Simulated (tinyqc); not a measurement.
Voltage drop against the pad pitch.

A grid of 25 by 25 nodes with segments Rx (rows) and Ry (columns); every node draws I1 and the central node kh I1; pads with resistance Rp sit at the nodes whose row and column are multiples of the pitch, counting from 0. The drops u = Vdd - V follow from G u = i, with G the conductance matrix and i the load currents, solved directly.

Values chosen for this exercise:
- Vdd = 0.7 V (supply voltage)
- Rx = 1.1 ohm (resistance of a horizontal segment)
- Ry = 0.14 ohm (resistance of a vertical segment)
- Rp = 0.26 ohm (resistance from a pad node to the supply)
- kh = 5 (factor on the load at the hot node)
- I1 = 0.1 mA (load current of a node in the large grid)

Voltage drop against the pad pitch:
columns A: pitch (nodes); B: pads; C: worst drop (mV); D: mean drop (mV); E: largest drop at a pad (mV); F: largest pad current (mA); G: worst drop over Vdd (%)
```
A     B        C        D        E       F         G
1   625  0.05539  0.02617  0.05539  0.2130  0.007913
2   169   0.1751   0.1304   0.1409  0.5419   0.02502
3    81   0.3769   0.3015   0.2712   1.043   0.05384
4    49   0.6790   0.5364   0.4434   1.705   0.09701
6    25    1.481    1.183   0.8934   3.436    0.2116
8    16    2.656    2.046    1.367   5.257    0.3794
12    9    5.046    4.268    2.754   10.59    0.7209
24    4    16.99    14.02    4.088   15.72     2.427
```

The worst drop goes from 0.0554 to 17.0 mV while the number of pads falls from 625 to 4; between the last two rows it goes as pitch^(1.75). The largest drop at a pad is 100 % of the worst drop in the first row and 24.1 % in the last; the rest falls along the wires.

Program tinyqc, `OMP_NUM_THREADS=1 python tinyqc.py 2770193 2770194 out.jsonl`; Intel Xeon 2.30GHz, shared host, one thread, about 0.3 s.
